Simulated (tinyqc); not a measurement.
# Resistance of a tapered via with liner, size effect and interface: several studies

A round via whose diameter grows from db at the bottom as D(z) = db + 2 z/tan(ang). The fill, of diameter D - 2 tl, starts above the bottom liner (thickness fb tl) and has rho = rho0 (1 + ks lam/(D - 2 tl)); the sidewall liner conducts in parallel with it. The bottom liner and the interface are crossed over the full area pi db^2/4. Spreading in the lines above and below is left out.

Inputs (values chosen for the exercise); fill metal close to ruthenium: diameter at the bottom db = 12 nm; height hv = 38 nm; sidewall angle ang = 89 degrees; bulk resistivity of the fill rho0 = 7.97 uohm cm; mean free path of the fill lam = 6.73 nm; size-effect factor ks = 1.1; liner on the sidewall tl = 0.5 nm; liner at the bottom over that on the sidewall fb = 1; resistivity of the liner rl = 360 uohm cm; interface resistivity at the bottom ri = 1.9e-12 ohm cm^2; ballistic conductance per area, about 3/(4 rho0 lam) Sb = 1.5e15 S/m^2; bulk resistivity of the second fill (close to cobalt) rho2 = 6.23 uohm cm; its mean free path lam2 = 11.9 nm; its liner tl2 = 0.9 nm.

Each table varies one quantity; the others keep the values above.

## Via resistance against the diameter at the bottom

Slices between z0 = fb tl and hv, evaluated at their midpoints: conductance per length pi/4 [(D - 2 tl)^2/rho + (D^2 - (D - 2 tl)^2)/rl], slice resistance = slice height over that. 2000 slices. R_fill = sum of the slices; R_bottom = rl fb tl/(pi db^2/4); R_interface = ri/(pi db^2/4); ballistic (Sharvin) limit 1/(Sb pi (db - 2 tl)^2/4); ideal cylinder rho0 hv/(pi db^2/4).

Result of one run:

| db (nm) | R_fill (ohm) | R_bottom (ohm) | R_interface (ohm) | R (ohm) | ballistic limit (ohm) | R over ideal cylinder | largest part |
|---|---|---|---|---|---|---|---|
| 6 | 273.0 | 63.66 | 6.720 | 343.3 | 33.95 | 3.205 | fill |

What becomes of these results when the diameter at the bottom db is changed from 6 to 42 nm, all else the same?

Result of the changed run:

| db (nm) | R_fill (ohm) | R_bottom (ohm) | R_interface (ohm) | R (ohm) | ballistic limit (ohm) | R over ideal cylinder | largest part |
|---|---|---|---|---|---|---|---|
| 42 | 2.578 | 1.299 | 0.1371 | 4.014 | 0.5050 | 1.836 | fill |

The whole series:

| db (nm) | R_fill (ohm) | R_bottom (ohm) | R_interface (ohm) | R (ohm) | ballistic limit (ohm) | R over ideal cylinder | largest part |
|---|---|---|---|---|---|---|---|
| 6 | 273.0 | 63.66 | 6.720 | 343.3 | 33.95 | 3.205 | fill |
| 8.3 | 115.3 | 33.27 | 3.512 | 152.1 | 15.93 | 2.717 | fill |
| 11 | 56.47 | 18.94 | 1.999 | 77.41 | 8.488 | 2.429 | fill |
| 16 | 22.77 | 8.952 | 0.9450 | 32.66 | 3.773 | 2.169 | fill |
| 22 | 10.85 | 4.735 | 0.4998 | 16.09 | 1.925 | 2.019 | fill |
| 30 | 5.393 | 2.546 | 0.2688 | 8.209 | 1.009 | 1.916 | fill |
| 42 | 2.578 | 1.299 | 0.1371 | 4.014 | 0.5050 | 1.836 | fill |
| 58 | 1.290 | 0.6813 | 0.07191 | 2.043 | 0.2613 | 1.782 | fill |
| 80 | 0.6549 | 0.3581 | 0.03780 | 1.051 | 0.1360 | 1.744 | fill |

R falls from 343 to 1.05 ohm. The fill is the largest part at db = 6 and in all other rows. R goes as db^(-2.51) between the first two rows and db^(-2.07) between the last two; area alone gives -2.

## Via resistance against the liner on the sidewall

Same model as above.

2000 slices.

The same in every row: R_interface (ohm) = 1.6800.

Via resistance against the liner on the sidewall:

| tl (nm) | R_fill (ohm) | R_bottom (ohm) | R (ohm) | ballistic limit (ohm) | R over ideal cylinder | largest part |
|---|---|---|---|---|---|---|
| 0 | 38.248 | 0 | 39.928 | 5.8946 | 1.4910 | fill |
| 0.5 | 45.552 | 15.915 | 63.148 | 7.0151 | 2.3581 | fill |
| 1 | 55.161 | 31.831 | 88.672 | 8.4883 | 3.3113 | fill |
| 1.5 | 68.108 | 47.746 | 117.53 | 10.479 | 4.3891 | fill |
| 2 | 86.033 | 63.662 | 151.38 | 13.263 | 5.6528 | fill |
| 2.4 | 105.71 | 76.394 | 183.78 | 16.374 | 6.8630 | fill |
| 2.9 | 140.53 | 92.310 | 234.52 | 22.082 | 8.7575 | fill |
| 3.4 | 193.21 | 108.23 | 303.12 | 31.392 | 11.319 | fill |

R rises from 39.9 to 303 ohm. The fill is the largest part at tl = 0 and in all other rows. The share of the two bottom terms goes from 4.21 to 36.3 %.

## Two fill metals against the diameter

2000 slices. R_fill = sum of the slices; R_bottom = rl fb tl/(pi db^2/4); R_interface = ri/(pi db^2/4). The second fill has rho2, lam2 and tl2 in place of rho0, lam and tl.

Two fill metals against the diameter:

| db (nm) | R, first fill (ohm) | R, second fill (ohm) | ratio second/first |
|---|---|---|---|
| 6 | 343.3 | 565.0 | 1.645 |
| 8.5 | 143.5 | 208.3 | 1.452 |
| 12 | 63.15 | 84.67 | 1.341 |
| 17 | 28.50 | 36.30 | 1.274 |
| 24 | 13.30 | 16.39 | 1.232 |
| 35 | 5.905 | 7.112 | 1.204 |
| 49 | 2.904 | 3.451 | 1.188 |
| 70 | 1.384 | 1.629 | 1.177 |
| 100 | 0.6647 | 0.7773 | 1.169 |

Read the table: what changes, and by how much?

The ratio goes from 1.65 to 1.17. The first fill gives the lower R in every row.

tinyqc, about 0.01 s, one thread, Intel Xeon 2.30GHz (shared host): `OMP_NUM_THREADS=1 python tinyqc.py 2750157 2750158 out.jsonl`
